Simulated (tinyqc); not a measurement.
# Worked calculation: hexagonal on-chip spiral inductor, lumped pi model

tinyqc, about 0.01 s, one thread, Intel Xeon 2.30GHz (shared host): `OMP_NUM_THREADS=1 python tinyqc.py 2302163 2302164 out.jsonl` Printed values are rounded.

Outer diameter do = di + 2 n wd + 2 (n - 1) sp, mean da = (do + di)/2, fill p = (do - di)/(do + di), length l = 3.464 n da. L = 2.33 mu0 n^2 da/(1 + 3.82 p), mu0 = 4 pi 1e-7 H/m. Rs = rho l/(wd delta (1 - exp(-th/delta))), delta = sqrt(rho/(pi f mu0)). Cs = n wd^2 eps0 eo/hu across the coil. At each end Cox = l wd eps0 eo/(2 ho) leads to the substrate branch Rsi = 2 rs he/(l wd) in parallel with Csi = l wd eps0 11.7/(2 he). With one end grounded Y = 1/(Rs + i w L) + i w Cs + 1/[1/(i w Cox) + 1/(1/Rsi + i w Csi)], w = 2 pi f; Q = -Im Y/Re Y. Eddy currents in neighbouring turns and in the substrate are left out.

Inputs (values chosen for the exercise); values of the order met in silicon radio-frequency processes:
- n = 3.5 (number of turns)
- wd = 20 um (line width)
- sp = 3 um (space between turns)
- di = 80 um (inner diameter)
- th = 2 um (metal thickness)
- rho = 3 uohm cm (metal resistivity)
- ho = 6.9 um (oxide below the coil)
- hu = 1.3 um (oxide between coil and underpass)
- eo = 3 (relative permittivity of the oxide)
- rs = 100 ohm cm (substrate resistivity)
- he = 50 um (effective spreading depth in the substrate)
- f = 2.1 GHz (frequency)

Constants: eps0 = 8.8541878128e-12 F/m. Results are converted to the units shown.

## Geometry and model elements

do, l, L, delta, Rs, Cs, Cox, Rsi and Csi as defined.

do = 235 um
l = 1909.530 um
L = 1.961724 nH
delta = 1.902265 um
Rs = 2.314568 ohm
Cs = 28.60584 fF
Cox = 73.51016 fF
Rsi = 2618.445 ohm
Csi = 39.56317 fF

Rs is 1.62 times the direct-current value in this empirical form, which overstates the skin effect of a flat slab when delta is near th and so stands in for some current crowding.

## Admittance, quality factor and apparent inductance

Series branch 1/(Rs + i w L), substrate branch, total Y, Q = -Im Y/Re Y, apparent inductance Im(1/Y)/w, metal-only value w L/Rs, share of the loss in the substrate Re(substrate branch)/Re Y.

series branch = 3.42718-38.32695i mS
substrate branch = 0.1514844+0.3781493i mS
Y = 3.57867-37.57136i mS
Q = 10.49870
apparent inductance = 1.999040 nH
w L/Rs = 11.18323
share of the loss in the substrate = 4.232986 %

Q is 93.9 % of the metal-only value.
